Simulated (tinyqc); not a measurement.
# Hexagonal on-chip spiral inductor, lumped pi model: two studies

Outer diameter do = di + 2 n wd + 2 (n - 1) sp, mean da = (do + di)/2, fill p = (do - di)/(do + di), length l = 3.464 n da. L = 2.33 mu0 n^2 da/(1 + 3.82 p), mu0 = 4 pi 1e-7 H/m. Rs = rho l/(wd delta (1 - exp(-th/delta))), delta = sqrt(rho/(pi f mu0)). Cs = n wd^2 eps0 eo/hu across the coil. At each end Cox = l wd eps0 eo/(2 ho) leads to the substrate branch Rsi = 2 rs he/(l wd) in parallel with Csi = l wd eps0 11.7/(2 he). With one end grounded Y = 1/(Rs + i w L) + i w Cs + 1/[1/(i w Cox) + 1/(1/Rsi + i w Csi)], w = 2 pi f; Q = -Im Y/Re Y. Eddy currents in neighbouring turns and in the substrate are left out.

Values chosen for this exercise; values of the order met in silicon radio-frequency processes: number of turns n = 2.5; line width wd = 15 um; space between turns sp = 1.5 um; inner diameter di = 140 um; metal thickness th = 2 um; metal resistivity rho = 2.2 uohm cm; oxide below the coil ho = 3.3 um; oxide between coil and underpass hu = 0.6 um; relative permittivity of the oxide eo = 3; substrate resistivity rs = 1 ohm cm; effective spreading depth in the substrate he = 30 um; frequency f = 1 GHz.

Constants: eps0 = 8.8541878128e-12 F/m. Results are converted to the units shown.

Each table varies one quantity; the others keep the values above.

## Quality factor against frequency

Apparent inductance Im(1/Y)/w; share of the loss Re(substrate branch)/Re Y.

Quality factor against frequency:

| f (GHz) | Rs (ohm) | w L/Rs | Q | apparent inductance (nH) | loss in the substrate (%) |
|---|---|---|---|---|---|
| 0.18 | 1.359 | 1.484 | 1.483 | 1.783 | 1.263e-4 |
| 0.3 | 1.427 | 2.356 | 2.354 | 1.784 | 7.534e-4 |
| 0.49 | 1.513 | 3.628 | 3.620 | 1.786 | 0.004608 |
| 0.81 | 1.632 | 5.562 | 5.529 | 1.793 | 0.03061 |
| 1.3 | 1.780 | 8.181 | 8.049 | 1.808 | 0.1826 |
| 2.2 | 2.005 | 12.29 | 11.64 | 1.857 | 1.302 |
| 3.5 | 2.276 | 17.23 | 14.40 | 1.984 | 6.888 |
| 5.8 | 2.677 | 24.27 | 11.91 | 2.462 | 31.91 |
| 9.4 | 3.204 | 32.87 | 2.499 | 5.569 | 72.48 |

Q goes from 1.48 through a maximum of 14.4 (at f = 3.5 GHz among the rows listed) to 2.50; the exact peak is 14.6 at 3.98 GHz and Q reaches zero at the self-resonance, 11.1 GHz. The share of the substrate rises from 1.26e-4 to 72.5 %, and the apparent inductance ends at 3.12 times L. At the peak the substrate takes 10.6 % of the loss.

## Effect of the line width

Same model as above.

Peak Q and its frequency from a search over f; self-resonance where Im Y = 0; Q at the given f (negative beyond resonance).

Results:

| wd (um) | L (nH) | do (um) | peak Q | f of the peak (GHz) | self-resonance (GHz) | Q at f |
|---|---|---|---|---|---|---|
| 2 | 2.268 | 154.5 | 5.850 | 10.61 | 37.67 | 1.368 |
| 4 | 2.131 | 164.5 | 8.567 | 7.522 | 24.52 | 2.485 |
| 6 | 2.028 | 174.5 | 10.40 | 6.192 | 19.31 | 3.430 |
| 9 | 1.916 | 189.5 | 12.31 | 5.105 | 15.21 | 4.631 |
| 13 | 1.817 | 209.5 | 14.00 | 4.271 | 12.15 | 5.968 |
| 25 | 1.697 | 269.5 | 16.55 | 3.025 | 7.818 | 9.047 |

Estimate the missing row, wd = 18 um.

Computed row:

| wd (um) | L (nH) | do (um) | peak Q | f of the peak (GHz) | self-resonance (GHz) | Q at f |
|---|---|---|---|---|---|---|
| 18 | 1.745 | 234.5 | 15.36 | 3.620 | 9.843 | 7.374 |

With this row back in the table: As wd goes from 2 to 25, L falls from 2.27 to 1.70 nH, the peak Q rises from 5.85 to 16.6, its frequency falls from 10.6 to 3.03 GHz and the self-resonance falls from 37.7 to 7.82 GHz.

Numbers from tinyqc (`OMP_NUM_THREADS=1 python tinyqc.py 2302021 2302022 out.jsonl`; about 0.01 s on one thread of a shared Intel Xeon 2.30GHz).
